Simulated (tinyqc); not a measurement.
Worked calculation: ROHF in the 3-21g basis, for H3, spin multiplicity 2. One step of it, computed by the program tinyqc.

Problem. Iteration 3: Roothaan effective Fock matrix. With projectors Pc = D(beta) S, Po = (D(alpha) - D(beta)) S, Pv = 1 - D(alpha) S, the block xy is Px^T F Py; with Fc = (F(alpha) + F(beta))/2, the blocks are Fc for cc, oo, vv and cv, F(beta) for co and F(alpha) for ov.

F(alpha) (hartree), lower triangle:
```
           1H 1s      1H 2s      2H 1s      2H 2s      3H 1s      3H 2s
1H 1s   0.282139
1H 2s  -0.367169  -0.312411
2H 1s  -0.158562  -0.266555   0.125454
2H 2s  -0.242683  -0.282816  -0.464589  -0.335913
3H 1s  -0.158562  -0.266555   0.027230   0.001449   0.125454
3H 2s  -0.242683  -0.282816   0.001449  -0.051029  -0.464589  -0.335913
```

F(beta) (hartree), lower triangle:
```
           1H 1s      1H 2s      2H 1s      2H 2s      3H 1s      3H 2s
1H 1s   0.285463
1H 2s  -0.358695  -0.275138
2H 1s  -0.149508  -0.208795   0.444861
2H 2s  -0.233892  -0.231082  -0.200714  -0.089267
3H 1s  -0.149508  -0.208795  -0.032665  -0.063906   0.444861
3H 2s  -0.233892  -0.231082  -0.063906  -0.122932  -0.200714  -0.089267
```

D(alpha) after iteration 2, lower triangle:
```
          1H 1s     1H 2s      2H 1s      2H 2s     3H 1s     3H 2s
1H 1s  0.041113
1H 2s  0.089478  0.194740
2H 1s  0.029924  0.065126   0.077054
2H 2s  0.056755  0.123522   0.169249   0.374487
3H 1s  0.029924  0.065126  -0.033494  -0.086631  0.077054
3H 2s  0.056755  0.123522  -0.086631  -0.217788  0.169249  0.374487
```

D(beta) after iteration 2, lower triangle:
```
          1H 1s     1H 2s     2H 1s     2H 2s     3H 1s     3H 2s
1H 1s  0.041113
1H 2s  0.089478  0.194740
2H 1s  0.029924  0.065126  0.021780
2H 2s  0.056755  0.123522  0.041309  0.078349
3H 1s  0.029924  0.065126  0.021780  0.041309  0.021780
3H 2s  0.056755  0.123522  0.041309  0.078349  0.041309  0.078349
```

overlap S, lower triangle:
```
          1H 1s     1H 2s     2H 1s     2H 2s     3H 1s     3H 2s
1H 1s  1.000000
1H 2s  0.645899  1.000000
2H 1s  0.029904  0.190813  1.000000
2H 2s  0.190813  0.477634  0.645899  1.000000
3H 1s  0.029904  0.190813  0.000001  0.004970  1.000000
3H 2s  0.190813  0.477634  0.004970  0.052045  0.645899  1.000000
```

Give: effective F.

Solution.

effective F (hartree), lower triangle:
```
         1H 1s    1H 2s    2H 1s    2H 2s    3H 1s    3H 2s
1H 1s   0.2838
1H 2s  -0.3629  -0.2938
2H 1s  -0.1540  -0.2377   0.2645
2H 2s  -0.2383  -0.2569  -0.3400  -0.2024
3H 1s  -0.1540  -0.2377   0.0179  -0.0239   0.2645
3H 2s  -0.2383  -0.2569  -0.0239  -0.0972  -0.3400  -0.2024
```
